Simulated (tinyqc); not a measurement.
Hueckel theory of the pi electrons, for the molecule C1=CC2=CC=CC2=C1 (SMILES; centres numbered as the heavy atoms are written), step by step. One step of it, computed by the program tinyqc.

Task: Energy, charges, bond orders. E = sum n x; q_r = z_r - P_rr; bond order p = P_rs; free valence = sqrt(3) - sum of p over the bonds of the atom.

x values: 2.342923  1.414214  1.000000  0.470683  0.000000  -1.414214  -1.813607  -2.000000

occupations: 2.000000  2.000000  2.000000  2.000000  0.000000  0.000000  0.000000  0.000000

charge and bond-order matrix P, lower triangle:
```
           1C         2C         3C         4C         5C        6C        7C        8C
1C   1.173210
2C   0.649887   0.814617
3C  -0.210643   0.524345   1.197556
4C  -0.057220   0.314617   0.524345   0.814617
5C   0.173210  -0.057220  -0.210643   0.649887   1.173210
6C  -0.057220  -0.352050  -0.142321   0.147950   0.649887  0.814617
7C  -0.210643  -0.142321   0.530889  -0.142321  -0.210643  0.524345  1.197556
8C   0.649887   0.147950  -0.142321  -0.352050  -0.057220  0.314617  0.524345  0.814617
```

Centres:
```
centre  z_r, pi electrons of the neutral centre         h
1C                                            1  0.000000
2C                                            1  0.000000
3C                                            1  0.000000
4C                                            1  0.000000
5C                                            1  0.000000
6C                                            1  0.000000
7C                                            1  0.000000
8C                                            1  0.000000
```

Bonds:
```
i  j  k
1  2  1
2  3  1
3  4  1
4  5  1
5  6  1
6  7  1
7  8  1
8  1  1
7  3  1
```

Give: pi energy = 8 alpha + this times beta; pi charges; Bond orders and lengths from R = 1.517 - 0.180 p; free valence of the carbons; gap between the highest filled and the next level.

Result:

pi energy = 8 alpha + this times beta = 10.4556

pi charges: 1C -0.1732, 2C 0.1854, 3C -0.1976, 4C 0.1854, 5C -0.1732, 6C 0.1854, 7C -0.1976, 8C 0.1854

Bond orders and lengths from R = 1.517 - 0.180 p (angstrom, C-C alone):
```
bond       p       R
1-2   0.6499  1.4000
2-3   0.5243  1.4226
3-4   0.5243  1.4226
4-5   0.6499  1.4000
5-6   0.6499  1.4000
6-7   0.5243  1.4226
7-8   0.5243  1.4226
8-1   0.6499  1.4000
7-3   0.5309  1.4214
```

free valence of the carbons: 1C 0.4323, 2C 0.5578, 3C 0.1525, 4C 0.5578, 5C 0.4323, 6C 0.5578, 7C 0.1525, 8C 0.5578

gap between the highest filled and the next level = 0.4707 |beta|
